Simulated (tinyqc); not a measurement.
Inside a calculation. Model: square-lattice Ising model by mean field, Bethe lattice, transfer matrix, exact enumeration and Monte Carlo steps. Computed by tinyqc, a small Python program that keeps every step. Command: `OMP_NUM_THREADS=1 python tinyqc.py 3030437 3030438 out.jsonl ising walk`. One thread of a shared host (Intel(R) Xeon(R) Processor @ 2.30GHz), about 0.01 s of CPU time with the checks. Intermediate numbers are printed to about 5 digits and carried at full precision; extremes and crossings named in words are read from the listed rows.

H = -J sum over nearest pairs s_i s_j, s = +-1, no field, periodic boundaries; energies per site are in J. As a lattice gas or an alloy, s marks which species holds the site.

Inputs (values chosen for the exercise, for a model lattice):
```
quantity                                                                 value  unit
coupling J                                                                13.1   meV
temperature T                                                              547     K
strip width w                                                                2     -
factor on the grid 1.5, 1.85, 2.1, 2.45, 2.65, 3.1, 3.6, 4.4 of k_B T/J  0.958     -
```

Enumerated cell: 3 x 4. Monte Carlo rule: heat bath.

Constants: k_B = 8.617333262e-05 eV/K.

## Reduced coupling

K = J/(k_B T). Onsager: k_B T_c/J = 2/ln(1 + sqrt 2); mean field: 4; Bethe lattice with z = 4: 2/ln 2.

K = 0.27791

critical temperatures (K): exact 344.96, Bethe 438.63, mean field 608.08

T lies above the exact and Bethe values but below the mean-field one.

## Three theories of the infinite lattice

K = J/(k_B T). Mean field: m = tanh(4 K m), u = -2 m^2. Bethe: cavity field h = 3 artanh(tanh K tanh h), m = tanh(4h/3), u = -2 (tanh K + tanh^2 h)/(1 + tanh K tanh^2 h). Exact: m = [1 - sinh(2K)^(-4)]^(1/8) below T_c; u = -coth(2K) [1 + (2/pi)(2 tanh^2(2K) - 1) K1(k)], k = 2 sinh(2K)/cosh^2(2K), K1 the complete elliptic integral of the first kind. The largest root is taken.

m, mean field = 0.52649

u, mean field = -0.55438

cavity field h = 0

m, Bethe = 0

u, Bethe = -0.54195

m, exact = 0

u, exact = -0.63673

Against the exact energy mean field misses by +0.082 J and Bethe by +0.095 J.

## Transfer matrix

Strip of w sites, periodic across (for w = 2 the pair is joined by two bonds): T(s, s') = exp(K [sum_i s_i s'_i + (r(s) + r(s'))/2]), r(s) = sum_i s_i s_(i+1).

T, lower triangle (symmetric):
```
        ++      +-      -+      --
++  3.0394
+-  1.0000  1.0000
-+  1.0000  0.3290  1.0000
--  1.0000  1.0000  1.0000  3.0394
```

## Free energy and correlation length of the strip

With the eigenvalues l1 > l2: -f/(k_B T) = ln(l1)/w per site; xi = 1/ln(l1/l2) rows.

three largest eigenvalues: 5.1001  2.0394  0.6710

-f/(k_B T) = 0.81463

correlation length xi = 1.0910

xi/w = 0.545; for wide strips at T_c this ratio tends to 4/pi = 1.273, and T lies above T_c, where xi tends to a constant.

## Exact averages on the small cell

States of the 3 x 4 cell:
```
E (J)  |M|  count
-24     12      2
-16     10     24
-12      0      4
-12      6      8
-12      8     48
-8       2     48
-8       4     78
-8       6    120
-8       8     84
-4       0    168
-4       2    264
-4       4    264
-4       6    216
0        0    254
0        2    552
0        4    444
0        6     96
4        0    348
4        2    552
4        4    168
8        0    120
8        2    120
8        4     36
12       0     24
12       2     48
16       0      6
```

Weights count x exp(-K E); N = 12; u = <E>/N, c = K^2 (<E^2> - <E>^2)/N in k_B, Binder U = 1 - <M^4>/(3 <M^2>^2).

ln Z / N = 0.78849

u, cell = -0.80759

heat capacity c, cell = 0.35771

<|m|>, cell = 0.52488

Binder cumulant U = 0.40198

The cell energy lies -0.171 J from the infinite lattice: periodic images add correlation. <|m|> stays finite although the infinite lattice has m = 0.

## The methods across T_c

The grid values of k_B T/J times the given factor are rounded to 3 figures before use.

Order and energy:
```
k_B T/J   T (K)  m mean field  m Bethe  m exact  <|m|> cell  u Bethe  u exact   u cell   U cell
1.44     218.91       0.99195  0.98986  0.98964     0.98835  -1.9623  -1.9619  -1.9600  0.66384
1.77     269.07       0.97601  0.96458  0.96129     0.95717  -1.8771  -1.8720  -1.8668  0.65467
2.01     305.56       0.95654  0.92653  0.90795     0.91384  -1.7617  -1.7382  -1.7480  0.63996
2.35     357.25       0.91501  0.81900  0.00000     0.82536  -1.4883  -1.2654  -1.5211  0.60411
2.54     386.13       0.88345  0.70745  0.00000     0.76932  -1.2618  -1.0731  -1.3834  0.57702
2.97     451.50       0.78418  0.00000  0.00000     0.65015  -0.6491  -0.8296  -1.0993  0.50523
3.45     524.47       0.60608  0.00000  0.00000     0.54914  -0.5640  -0.6728  -0.8639  0.42465
4.22     641.52       0.00000  0.00000  0.00000     0.44948  -0.4653  -0.5222  -0.6314  0.32243
```

At k_B T/J = 1.44 all values of m agree within 0.004. At 2.35 the exact m is 0 while Bethe gives 0.82, mean field 0.92 and the cell 0.83: neglect of fluctuations raises T_c, and a finite cell rounds the transition. U falls from 0.664 (2/3 when ordered) to 0.322 (0 for a large disordered system).

## heat bath steps

start configuration, 5 x 5, rows and columns numbered from 1:
```
    1   2   3   4   5
1   1  -1   1   1   1
2   1   1   1   1  -1
3   1  -1  -1  -1  -1
4   1   1  -1  -1   1
5  -1   1   1  -1   1
```

Random draws:
```
step  row  column       u
1       2       3  0.6326
2       3       4  0.4768
3       4       4  0.7868
4       2       4  0.5793
5       5       1  0.5093
6       3       5  0.9036
7       4       2  0.8408
8       3       3  0.6434
9       1       4  0.1244
10      1       2  0.8165
11      5       4  0.1069
12      4       5  0.6900
13      2       4  0.6277
14      4       4  0.7626
```

h is the sum of the four neighbours. Set s = +1 if u < p = 1/(1 + exp(-2 K h)), else -1.

Steps:
```
step  s before   h        p  s after
1            1   2  0.75244        1
2           -1  -2  0.24756       -1
3           -1  -2  0.24756       -1
4            1   0  0.50000       -1
5           -1   4  0.90232        1
6           -1   0  0.50000       -1
7            1   0  0.50000       -1
8           -1  -2  0.24756       -1
9            1   0  0.50000        1
10          -1   4  0.90232        1
11          -1   2  0.75244        1
12           1   0  0.50000       -1
13          -1   0  0.50000       -1
14          -1  -2  0.24756       -1
```

configuration after the steps:
```
   1   2   3   4   5
1  1   1   1   1   1
2  1   1   1  -1  -1
3  1  -1  -1  -1  -1
4  1  -1  -1  -1  -1
5  1   1   1   1   1
```

6 of the 14 steps changed a spin; the sum of spins went by less than the digits shown, at 5.

Checks made by the program: ln Z of the cell against the trace of a power of the transfer matrix (relative difference below 1e-10).
